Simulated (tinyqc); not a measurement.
Inside a calculation. Model: gate-all-around wire with two subbands, quantum capacitance.

Computed by the program tinyqc: `OMP_NUM_THREADS=1 python tinyqc.py 2200016 2200017 out.jsonl`, one thread of a shared Intel Xeon 2.30GHz, about 0.01 s for the whole run. Printed values are rounded.

phi is the Fermi level above the lowest subband edge, in volts; Vg is counted from the gate voltage at which an empty wire would have phi = 0. Both directions of motion are filled (equilibrium).

Inputs (values chosen for the exercise):
```
symbol,value,unit,meaning
T,150,K,temperature
eox,7.36,,relative permittivity of the gate insulator (close to silicon nitride)
tox,17,nm,insulator thickness
md,0.024,m0,mass along the wire
gv,1,,valley degeneracy
E2,0.27,eV,second subband above the first
g2,2,,orbital degeneracy of the second subband
rw,4.4,nm,radius of the wire
Vg,0.4,V,gate voltage
```

Constants: q = 1.602176634e-19 C, kB = 1.380649e-23 J/K, hbar = 1.054571817e-34 J s, m0 = 9.1093837015e-31 kg, Vt = kB T/q, eps0 = 8.8541878128e-14 F/cm where lengths are in cm. Results are converted to the units shown.

## Gate capacitance

Cox = 2 pi eps0 eox/ln(1 + tox/rw) per length.

Cox = 2.58856 pF/cm

## Starting value

phi = Vg.

phi at the start = 0.4 V

## Iteration 1: new phi

N1 = gv sqrt(2 md m0 kB T/(pi hbar^2)); n1 = N1 F(phi/Vt), n2 = g2 N1 F((phi - E2)/Vt), n = n1 + n2, F(e) = (1/sqrt(pi)) int_0^infinity u^(-1/2) du/(1 + exp(u - e)); Cq = q dn/dphi = (q N1/Vt) [F'(phi/Vt) + g2 F'((phi - E2)/Vt)]. Newton: f = phi + q (n)/Cox - Vg, phi(new) = phi - f/(1 + (Cq)/Cox).

n1 = 3.19424e6 cm^-1
n2 = 3.62796e6 cm^-1
Cq = 2.91731 pF/cm
f = 0.422256 V
phi after iteration 1 = 0.201478 V

## Iteration 2: new phi

As before.

n1 = 2.26406e6 cm^-1
n2 = 5059.11 cm^-1
Cq = 0.969042 pF/cm
f = -0.0580756 V
phi after iteration 2 = 0.243735 V

## Iteration 3: new phi

As before.

n1 = 2.49158e6 cm^-1
n2 = 1.22283e5 cm^-1
Cq = 2.21316 pF/cm
f = 0.00551828 V
phi after iteration 3 = 0.240760 V

## Course of the iteration

Stop when the step is below 1e-10 V, or after 40 iterations.

Course of the iteration:
```
iteration  phi before the step (V)   step (V)
1                              0.4     -0.199
2                         0.201478     0.0423
3                         0.243735   -2.97e-3
4                         0.240760   -8.13e-5
5                         0.240679   -5.43e-8
6                         0.240679  -2.42e-14
```

Converged in 6 iterations.

## Charge and capacitances at the solution

converged phi = 0.240679 V

N1 = gv sqrt(2 md m0 kB T/(pi hbar^2)); n1 = N1 F(phi/Vt), n2 = g2 N1 F((phi - E2)/Vt), n = n1 + n2, F(e) = (1/sqrt(pi)) int_0^infinity u^(-1/2) du/(1 + exp(u - e)); Cq = q dn/dphi = (q N1/Vt) [F'(phi/Vt) + g2 F'((phi - E2)/Vt)]. 1/C_G = 1/Cox + 1/(Cq); dphi/dVg = Cox/(Cox + Cq).

n = 2.57408e6 cm^-1
Cq = 1.96455 pF/cm
C_G = 1.11690 pF/cm
dphi/dVg = 0.568526

Cq is 0.759 times Cox, so C_G is 43.1 % of Cox; 60.2 % of the gate voltage has gone into phi.
